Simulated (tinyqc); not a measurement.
# Superjunction drift layer against a plain one, charge balance: several studies

Alternating n and p pillars of equal width wp, doping N and length Lp. When depleted, the lateral field peaks at Ex = q N wp/(2 eps0 eps_r) at the pillar junctions and a uniform vertical field Ey is added; breakdown is taken where Ex^2 + Ey^2 = Ef^2. Only the n pillars conduct, narrowed by the zero-bias depletion. A first-order model: the field peaks at the pillar ends are left out.

Parameters, values chosen for the exercise; values close to those of silicon:
- eps_r = 11.5 (relative permittivity of the semiconductor)
- E16 = 0.405 MV/cm (critical field at a doping of 1e16 cm^-3)
- mx = 1340 cm^2/(V s) (mobility at low doping)
- mi = 92.3 cm^2/(V s) (mobility at high doping)
- Nr = 1.3e17 cm^-3 (reference doping of the mobility)
- BV = 340 V (wanted breakdown voltage)
- wp = 5 um (width of each pillar)
- Ef = 0.3 MV/cm (critical field inside the pillars)
- a = 0.51 (lateral peak field as a share of Ef)
- Vb = 0.8 V (built-in voltage of the pillar junctions)
- dl = -1.6 % (charge imbalance (Nn - Np)/N)

Constants: q = 1.602176634e-19 C, eps0 = 8.8541878128e-14 F/cm where lengths are in cm. Results are converted to the units shown.

Each table varies one quantity; the others keep the values above.

## Effect of the lateral peak field as a share of Ef

Ec(N) = E16 (N/1e16 cm^-3)^(1/8), mu(N) = mi + (mx - mi)/(1 + (N/Nr)^0.9). Plain drift layer for BV: N solves BV = eps0 eps_r Ec(N)^2/(2 q N), W = 2 BV/Ec, Rsp = W/(q mu N). Ex = a Ef gives N = 2 eps0 eps_r a Ef/(q wp); Ey = Ef sqrt(1 - a^2); Lp = BV/Ey; xd = sqrt(eps0 eps_r Vb/(q N)) on each side; Rsp = 2 Lp/(q mu(N) N (1 - 2 xd/wp)). An imbalance dl leaves the mean net doping |dl| N/2, which tilts the vertical field by s = q |dl| N/(2 eps0 eps_r): BV(dl) = Ey Lp - s Lp^2/2, or Ey^2/(2 s) if the field reaches zero inside the pillar.

The same in every row: Rsp, plain (mohm cm^2) = 13.157.

Results:

| a | N (cm^-3) | Lp (um) | Rsp, pillars (mohm cm^2) | BV(dl) (V) |
|---|---|---|---|---|
| 0.3 | 2.2879e15 | 11.881 | 6.1076 | 337.97 |
| 0.39 | 2.9743e15 | 12.308 | 4.7620 | 337.16 |
| 0.48 | 3.6607e15 | 12.919 | 4.0079 | 336.15 |
| 0.57 | 4.3470e15 | 13.793 | 3.5737 | 334.79 |
| 0.75 | 5.7198e15 | 17.134 | 3.3452 | 329.43 |
| 0.84 | 6.4061e15 | 20.888 | 3.6345 | 322.41 |
| 0.93 | 7.0925e15 | 30.834 | 4.8423 | 297.56 |

Estimate the missing row, a = 0.66.

Computed row:

| a | N (cm^-3) | Lp (um) | Rsp, pillars (mohm cm^2) | BV(dl) (V) |
|---|---|---|---|---|
| 0.66 | 5.0334e15 | 15.086 | 3.3577 | 332.79 |

With this row back in the table: As a goes from 0.3 to 0.93, Rsp of the pillars goes from 6.11 through a minimum of 3.35 (at a = 0.75 among the rows listed) to 4.84 mohm cm^2 and BV with the imbalance falls from 338 to 298 V. With constant mobility and no depleted edge the minimum of Rsp lies at a = 0.707; a smaller a gives up a little resistance for tolerance. For a = 0.3 to 0.57 the aspect ratio Lp/wp is under 3, where a pillar model without end effects fails.

## Effect of the wanted breakdown voltage

Same model as above.

The same in every row: N (cm^-3) = 3.889e15.

Results:

| BV (V) | Lp (um) | Rsp, pillars (mohm cm^2) | Rsp, plain (mohm cm^2) | BV(dl) (V) |
|---|---|---|---|---|
| 75 | 2.906 | 0.8459 | 0.3155 | 74.79 |
| 110 | 4.263 | 1.241 | 0.8050 | 109.6 |
| 170 | 6.588 | 1.917 | 2.355 | 168.9 |
| 260 | 10.08 | 2.933 | 6.753 | 257.5 |
| 390 | 15.11 | 4.399 | 18.51 | 384.4 |
| 890 | 34.49 | 10.04 | 144.9 | 860.9 |
| 1400 | 54.25 | 15.79 | 449.1 | 1328 |

Estimate the missing row, BV = 590 V.

Computed row:

| BV (V) | Lp (um) | Rsp, pillars (mohm cm^2) | Rsp, plain (mohm cm^2) | BV(dl) (V) |
|---|---|---|---|---|
| 590 | 22.86 | 6.655 | 51.95 | 577.2 |

With this row back in the table: As BV goes from 75 to 1400 V, Rsp of the pillars rises from 0.846 to 15.8 mohm cm^2 and BV with the imbalance rises from 74.8 to 1330 V. Rsp goes as BV^(1.00) for the pillars and BV^(2.48) for the plain layer; the pillars win in 6 of the 8 rows. For BV = 75 to 260 V the aspect ratio Lp/wp is under 3, where a pillar model without end effects fails.

## Effect of the width of each pillar

Same model as above.

The same in every row: Lp (um) = 13.18; Rsp, plain (mohm cm^2) = 13.16.

Effect of the width of each pillar:

| wp (um) | N (cm^-3) | Rsp, pillars (mohm cm^2) | BV(dl) (V) |
|---|---|---|---|
| 0.62 | 3.137e16 | 0.8328 | 305.7 |
| 0.98 | 1.984e16 | 1.074 | 318.3 |
| 1.5 | 1.296e16 | 1.435 | 325.8 |
| 2.4 | 8.103e15 | 2.060 | 331.1 |
| 3.8 | 5.118e15 | 3.020 | 334.4 |
| 6 | 3.241e15 | 4.509 | 336.5 |
| 9.5 | 2.047e15 | 6.847 | 337.8 |
| 15 | 1.296e15 | 10.48 | 338.6 |

As wp goes from 0.62 to 15 um, Rsp of the pillars rises from 0.833 to 10.5 mohm cm^2 and BV with the imbalance rises from 306 to 339 V. Narrow pillars allow more doping and so less resistance, but the same relative imbalance then leaves more net charge. For wp = 6 to 15 um the aspect ratio Lp/wp is under 3, where a pillar model without end effects fails. At wp = 0.62 um the zero-bias depletion takes over 40 % of the pillar, and the on-state voltage would narrow it further.

tinyqc, about 0.01 s, one thread, Intel Xeon 2.30GHz (shared host): `OMP_NUM_THREADS=1 python tinyqc.py 2590013 2590014 out.jsonl`
